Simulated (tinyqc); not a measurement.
Thermal resistances of a two-die stack.

Question. Heat leaves through the lower die only, and the system is linear. Find the resistance R1 from the lower die to the coolant, R2 between the dies, and the rise of the upper die when both are powered.

Inputs (values chosen for the exercise): power of the lower die P1 = 17 W; power of the upper die P2 = 4.8 W.

rises of the lower and upper die with only the lower one powered (K): [15.13, 15.13]
rises of the lower and upper die with only the upper one powered (K): [4.272, 5.904]

Answer. With only the lower die powered no heat crosses R2, so both dies rise by P1 R1; the difference in the second test is P2 R2; rises add.

R1 = 0.890 K/W
R2 = 0.340 K/W
rise of the upper die = 21.0 K

Numbers from tinyqc (`OMP_NUM_THREADS=1 python tinyqc.py 2162043 2162044 out.jsonl`; about 0.03 s on one thread of a shared Intel Xeon 2.30GHz).
